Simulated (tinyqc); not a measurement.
## Bandgap voltage reference from two bipolar transistors: effect of the offset of the amplifier

Two transistors of area 1 and N carry the same current I. Is(T) = Is (T/T0)^eta exp[(Vg0 q/kB)(1/T0 - 1/T)], VBE1 = Vt ln(I/Is(T)) + I rb, VBE2 = Vt ln(I/(N Is(T))) + I rb/N. The amplifier forces I R1(T) = VBE1 - VBE2 + Vos, with R(T) = R (1 + tc (T - T0)) for both resistors, and the output is Vref = VBE1 + I R2(T). Base currents and the Early effect are neglected.

Vt = kB T/q; I = (Vt ln N + Vos)/(R1(T) - rb (1 - 1/N)). Box coefficient: span of Vref between 233 and 398 K over its average over T and over 165 K. The last column is the R2 that gives zero slope at T0.

Parameters, values chosen for the exercise; values of the order met in silicon bipolar transistors:
- T0 = 300 K (reference temperature)
- Vg0 = 1.196 V (band-gap voltage extrapolated to 0 K)
- eta = 3.8 (temperature exponent of the saturation current)
- Is = 5e-16 A (saturation current of the unit transistor at T0)
- N = 24 (area ratio of the second transistor)
- R1 = 16 kohm (resistor across which the difference of VBE falls, at T0)
- tc = -600 ppm/K (temperature coefficient of both resistors)
- rb = 0 ohm (series resistance of the unit transistor)
- R2 = 128.1 kohm (output resistor at T0)

Constants: q = 1.602176634e-19 C, kB = 1.380649e-23 J/K. Results are converted to the units shown.

Result of one run:
```
Vos (mV)	I at T0 (uA)	Vref at T0 (V)	slope at T0 (uV/K)	box coefficient (ppm/K)	R2 for zero slope (kohm)
3	5.322	1.279	-33.26	32.99	130.0
```

What becomes of these results when the offset of the amplifier Vos is changed from 3 to -1 mV, all else the same?

Result of the changed run:
```
Vos (mV)	I at T0 (uA)	Vref at T0 (V)	slope at T0 (uV/K)	box coefficient (ppm/K)	R2 for zero slope (kohm)
-1	5.072	1.245	-33.31	33.90	130.0
```

The whole series:
```
Vos (mV)	I at T0 (uA)	Vref at T0 (V)	slope at T0 (uV/K)	box coefficient (ppm/K)	R2 for zero slope (kohm)
-5	4.822	1.212	-33.14	34.73	130.0
-3	4.947	1.229	-33.25	34.33	130.0
-1	5.072	1.245	-33.31	33.90	130.0
0	5.135	1.254	-33.31	33.68	130.0
1	5.197	1.262	-33.31	33.45	130.0
3	5.322	1.279	-33.26	32.99	130.0
5	5.447	1.295	-33.16	32.51	130.0
```

As Vos goes from -5 to 5, Vref rises from 1.212 to 1.295 V and the box coefficient falls from 34.7 to 32.5 ppm/K. Each mV of offset moves Vref by 8.32 mV, about R2/R1 = 8.01 plus the change of VBE1 with the current.

Numbers from tinyqc (`OMP_NUM_THREADS=1 python tinyqc.py 2062048 2062049 out.jsonl`; about 0.02 s on one thread of a shared Intel Xeon 2.30GHz).
